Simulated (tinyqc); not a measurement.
# Effective-mass impurity with a central-cell term, in a basis of Slater functions, step by step

A worked calculation. Computed by tinyqc, a small Python program that keeps every step. Command: `OMP_NUM_THREADS=1 python tinyqc.py 3021511 3021512 out.jsonl centralcell walk`. One thread of a shared host (Intel(R) Xeon(R) Processor @ 2.30GHz), about 0.01 s of CPU time with the checks. Intermediate numbers are printed to about 5 digits and carried at full precision; extremes and crossings named in words are read from the listed rows.

The envelope obeys H = -nabla^2 - (2/r) [Z + A exp(-kappa r)] in effective units, with kappa = a*/lambda; positive A deepens the well near the core.

Inputs (values chosen for the exercise, with mass and screening modelled on AlN):
```
quantity                   value      unit
effective mass m           0.315       m_0
dielectric constant eps     8.57         -
charge Z of the core           1         -
central-cell strength A      5.5         -
central-cell range lambda   0.81  angstrom
basis size n                   2         -
smallest exponent zeta_1    0.54      1/a*
ratio beta of exponents      2.4         -
```

Impurity: donor, one isotropic band.

Constants: Ry = 13.605693123 eV; a_0 = 0.529177210903 angstrom.

## Effective units

Units: Ry* = Ry m/eps^2 and a* = a_0 eps/m, with m in m_0. kappa = a*/lambda; the hydrogenic ground state is bound by Z^2 Ry*.

Ry* = 58.354 meV

a* = 14.397 angstrom

kappa = 17.774 1/a*

hydrogenic binding energy = 58.354 meV

## Matrices over the s basis

zeta_i = zeta_1 beta^(i-1), i = 1..n. For s functions exp(-zeta r), with s = zeta_i + zeta_j: S = 2/s^3, T = zeta_i zeta_j S, V = -2 Z/s^2, W = -2 A/(s + kappa)^2; each function is normalised by dividing by sqrt(S_ii S_jj).

exponents (1/a*): 0.54  1.296

overlap S:
```
        1       2
1  1.0000  0.7568
2  0.7568  1.0000
```

kinetic T (Ry*):
```
         1         2
1   0.2916   0.52963
2  0.52963  1.679616
```

Coulomb V (Ry*):
```
         1        2
1    -1.08  -1.3894
2  -1.3894   -2.592
```

central cell W (Ry*):
```
           1          2
1  -0.019491  -0.066987
2  -0.066987   -0.23092
```

## Generalised eigenproblem

(T + V + W) c = E S c with c^T S c = 1 and the largest component positive.

two lowest levels (Ry*): -1.1521  -0.1314

coefficients of the lowest state: 0.14182  0.88837

<T> = 1.4649 Ry*

<W> = -0.19951 Ry*

## Converged levels

Large basis: zeta_i = 0.06 x 1.6^(i-1), i = 1..22, same formulas; for p functions r exp(-zeta r): S = 24/s^5, T = zeta_i zeta_j S (centrifugal term included), V = -12 Z/s^4, W = -12 A/(s + kappa)^4; overlap eigenvalues below 1e-11 are dropped. Binding energies are -E Ry*; the effective quantum number is nu = Z/sqrt(-E); |psi(0)|^2 is given relative to the hydrogenic Z^3/(pi a*^3).

1s binding energy = 70.536 meV

2s binding energy = 15.982 meV

2p binding energy = 14.590 meV

effective quantum number of 1s = 0.90956

relative |psi(0)|^2 = 6.3212

The central cell moves 1s by +12.182 meV, 2s by +1.394 meV and 2p by a negligible amount: p states vanish at the core, so the 2p level gives the hydrogenic scale and 1s the chemical shift. The small basis lies 3.3 meV above the converged 1s level. Caution: the density at the core is many times hydrogenic, so the result hangs on the model potential inside one cell, where the envelope picture is weak.

## Chemical shift by three methods

First order: shift = 8 A Z^3/(2 Z + kappa)^2 Ry*. One exponent: minimise zeta^2 - 2 Z zeta - 8 A zeta^3/(2 zeta + kappa)^2 by golden section on 0.2 to 6 Z. All shifts are the binding beyond Z^2 Ry*.

Shift of the 1s binding energy (meV):
```
A      first order  one exponent  large basis
-5.50      -6.5665        -5.424       -4.524
-2.75      -3.2832        -2.965       -2.674
0.55        0.6566         0.672        0.688
1.38        1.6476         1.745        1.863
2.75        3.2832         3.703        4.267
5.50        6.5665         8.586       12.182
6.88        8.2140        11.753       19.266
```

The three columns are ordered, first order <= one exponent <= large basis, since each is a variational bound with more freedom. At the largest attractive A first order gives 43 % and one exponent 61 % of the shift; at the most repulsive A the true shift is -4.524 meV against -6.566. Attraction pulls the envelope in and feeds itself, repulsion pushes it out and saturates.

## Convergence with the basis

The error is the lowest level above the large-basis value.

Error of the 1s level:
```
n  error (meV)  largest exponent (1/a*)
1       23.392               5.4000e-01
2        3.308               1.2960e+00
3        2.349               3.1104e+00
4        0.264               7.4650e+00
5        0.090               1.7916e+01
6        0.087               4.2998e+01
7        0.086               1.0320e+02
8        0.086               2.4767e+02
```

The error falls from 23.4 to 0.0861 meV. The last function changes it by less than 5 %: it has levelled off, and what remains is set by beta and zeta_1, not by the range of exponents.

Checks made by the program: the large basis at A = 0 against Z^2, Z^2/4 and Z^2/4 (relative difference 5e-06).
